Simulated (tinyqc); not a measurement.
Thermal displacements in the Debye model: Debye-Waller factors, bond-length spread and the Lindemann rule: one step, computed by the program tinyqc. Command: `OMP_NUM_THREADS=1 python tinyqc.py 3013374 3013375 out.jsonl debyewaller walk`. One thread of a shared host (Intel(R) Xeon(R) Processor @ 2.30GHz), about 0.01 s of CPU time with the checks.

A Debye spectrum with three branches of one velocity, cut at k_B Theta; 4 atoms per cube, nearest neighbours at d = 0.707107 a.

Problem. Recoil-free fraction. A nucleus of this mass is supposed to emit a gamma ray of the energy chosen: recoil energy E_R = E^2/(2 M c^2), wave number k_g = E/(hbar c), recoil-free fraction f = exp(-k_g^2 <u_x^2>).

Inputs (values chosen for the exercise, modelled on copper):
```
quantity                 value  unit
atomic mass M            63.55     u
Debye temperature Theta    330     K
temperature T               20     K
gamma-ray energy E        35.5   keV
```

Structure: fcc.

<u_x^2> = 0.001776736 angstrom^2

Constants: e = 1.602176634e-19 C; u = 1.6605390666e-27 kg; c = 299792458 m/s; hbar = 6.582119569e-16 eV s; k_B = 8.617333262e-05 eV/K.

Give: recoil energy; k_g; recoil-free fraction f.

Solution.

recoil energy = 10.645 meV

k_g = 17.990 1/angstrom

recoil-free fraction f = 0.56268
